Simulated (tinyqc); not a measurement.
How many levels, and whether to terminate: recursion (Haydock) method for the local density of states: surface site of a square lattice.

One orbital a site at energy 0, hopping -t to the 4 nearest neighbours of a square lattice; the start u0 is a site in the outermost layer of a half crystal, with energy V. Recursion: a_n = <u_n|H|u_n>, b_(n+1) u_(n+1) = (H - a_n) u_n - b_n u_(n-1), b > 0. G(z) = 1/(z - a0 - b1^2/(z - a1 - b2^2/(...))), z = E + i eta. After n levels the tail is b_n^2 T with the square-root terminator T = (z - sqrt(z - 2b) sqrt(z + 2b))/(2 b^2), b = 2t so that the band edges lie at -/+ 4t.

Reference: the closed form for a chain (bulk 1/sqrt(z^2 - 4t^2), end site (z - sqrt(z^2 - 4t^2))/(2t^2)), averaged over 400 points (j + 1/2) pi/400 in each remaining direction with z shifted by 2t cos k, then G/(1 - V G).

Values chosen for the exercise:
- t = 1.38 eV (hopping)
- V = 0 eV (shift of the starting site)
- eta = 0.069 eV (broadening)

Energies as fractions of the half width 4t.

Density (1/eV):
```
fraction  E (eV)  2 levels  4 levels  7 levels  7, no terminator  reference
-1.10     -6.072    0.0014    0.0014    0.0014            0.0014     0.0014
-0.90     -4.968    0.0235    0.0223    0.0237            0.0980     0.0234
-0.60     -3.312    0.0809    0.0802    0.0810            0.0178     0.0810
-0.35     -1.932    0.1224    0.1192    0.1189            0.7616     0.1184
-0.15     -0.828    0.1363    0.1386    0.1377            0.0142     0.1382
0.00       0.000    0.1387    0.1420    0.1445            1.3562     0.1440
0.15       0.828    0.1363    0.1386    0.1377            0.0142     0.1382
0.35       1.932    0.1224    0.1192    0.1189            0.7616     0.1184
0.60       3.312    0.0809    0.0802    0.0810            0.0178     0.0810
0.90       4.968    0.0235    0.0223    0.0237            0.0980     0.0234
1.10       6.072    0.0014    0.0014    0.0014            0.0014     0.0014
```

Largest errors against the reference: 0.0053 (2 levels), 0.0020 (4), 0.0005 (7) and 1.212 without terminator, which leaves seven broadened spikes in place of a band. With seven levels the error is largest at E = -1.93 and 1.93 eV.

(tinyqc, `OMP_NUM_THREADS=1 python tinyqc.py 1451348 1451349 out.jsonl`, Intel(R) Xeon(R) Processor @ 2.30GHz, 1 thread, shared host, about 0.01 s.)
